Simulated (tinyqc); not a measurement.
# Square on-chip spiral inductor, lumped pi model: two studies

Outer diameter do = di + 2 n wd + 2 (n - 1) sp, mean da = (do + di)/2, fill p = (do - di)/(do + di), length l = 4 n da. L = 2.34 mu0 n^2 da/(1 + 2.75 p), mu0 = 4 pi 1e-7 H/m. Rs = rho l/(wd delta (1 - exp(-th/delta))), delta = sqrt(rho/(pi f mu0)). Cs = n wd^2 eps0 eo/hu across the coil. At each end Cox = l wd eps0 eo/(2 ho) leads to the substrate branch Rsi = 2 rs he/(l wd) in parallel with Csi = l wd eps0 11.7/(2 he). With one end grounded Y = 1/(Rs + i w L) + i w Cs + 1/[1/(i w Cox) + 1/(1/Rsi + i w Csi)], w = 2 pi f; Q = -Im Y/Re Y. Eddy currents in neighbouring turns and in the substrate are left out.

Values chosen for this exercise; values of the order met in silicon radio-frequency processes: number of turns n = 5.5; line width wd = 10 um; space between turns sp = 3 um; inner diameter di = 60 um; metal thickness th = 3.4 um; metal resistivity rho = 1.9 uohm cm; oxide below the coil ho = 8.8 um; oxide between coil and underpass hu = 1.1 um; relative permittivity of the oxide eo = 3.9; substrate resistivity rs = 100 ohm cm; effective spreading depth in the substrate he = 50 um; frequency f = 0.91 GHz.

Constants: eps0 = 8.8541878128e-12 F/m. Results are converted to the units shown.

Each table varies one quantity; the others keep the values above.

## Quality factor against frequency

Apparent inductance Im(1/Y)/w; share of the loss Re(substrate branch)/Re Y.

Quality factor against frequency:

| f (GHz) | Rs (ohm) | w L/Rs | Q | apparent inductance (nH) | loss in the substrate (%) |
|---|---|---|---|---|---|
| 0.2 | 2.1900 | 2.6597 | 2.6575 | 4.6369 | 0.026603 |
| 0.33 | 2.3860 | 4.0280 | 4.0171 | 4.6399 | 0.13850 |
| 0.54 | 2.6466 | 5.9424 | 5.8898 | 4.6468 | 0.58824 |
| 0.89 | 3.0066 | 8.6211 | 8.3932 | 4.6633 | 1.9824 |
| 1.5 | 3.5272 | 12.385 | 11.504 | 4.7094 | 5.5356 |
| 2.4 | 4.1711 | 16.758 | 14.160 | 4.8231 | 11.948 |
| 3.9 | 5.0729 | 22.390 | 15.407 | 5.1586 | 23.250 |
| 6.4 | 6.3193 | 29.496 | 12.863 | 6.3644 | 39.828 |
| 10 | 7.8006 | 37.336 | 5.3407 | 13.540 | 56.782 |

What does the table show?

Q goes from 2.66 through a maximum of 15.4 (at f = 3.9 GHz among the rows listed) to 5.34; the exact peak is 15.4 at 3.80 GHz and Q reaches zero at the self-resonance, 12.2 GHz. The share of the substrate rises from 0.0266 to 56.8 %, and the apparent inductance ends at 2.92 times L. At the peak the substrate takes 22.5 % of the loss. For f = 10 the coil is longer than 0.15 of a wavelength in the oxide, where one lumped section is rough.

## Effect of the metal thickness

Same model as above.

Peak Q and its frequency from a search over f; self-resonance where Im Y = 0; Q at the given f (negative beyond resonance).

The same in every row: L (nH) = 4.635; do (um) = 197.0.

Effect of the metal thickness:

| th (um) | peak Q | f of the peak (GHz) | self-resonance (GHz) | Q at f |
|---|---|---|---|---|
| 0.5 | 7.505 | 5.577 | 12.22 | 2.185 |
| 0.9 | 10.37 | 5.018 | 12.23 | 3.613 |
| 1.5 | 12.79 | 4.509 | 12.23 | 5.326 |
| 2 | 13.95 | 4.235 | 12.23 | 6.441 |
| 3 | 15.15 | 3.891 | 12.23 | 8.049 |
| 4 | 15.67 | 3.700 | 12.23 | 9.083 |
| 6 | 15.99 | 3.535 | 12.23 | 10.18 |
| 9 | 16.06 | 3.481 | 12.23 | 10.75 |

What does the comparison show?

As th goes from 0.5 to 9, L stays at 4.64 nH, the peak Q rises from 7.51 to 16.1, its frequency falls from 5.58 to 3.48 GHz and the self-resonance stays near 12.2 GHz. Once th exceeds a few skin depths Rs no longer falls.

Program tinyqc, `OMP_NUM_THREADS=1 python tinyqc.py 2302246 2302247 out.jsonl`; Intel Xeon 2.30GHz, shared host, one thread, about 0.01 s.
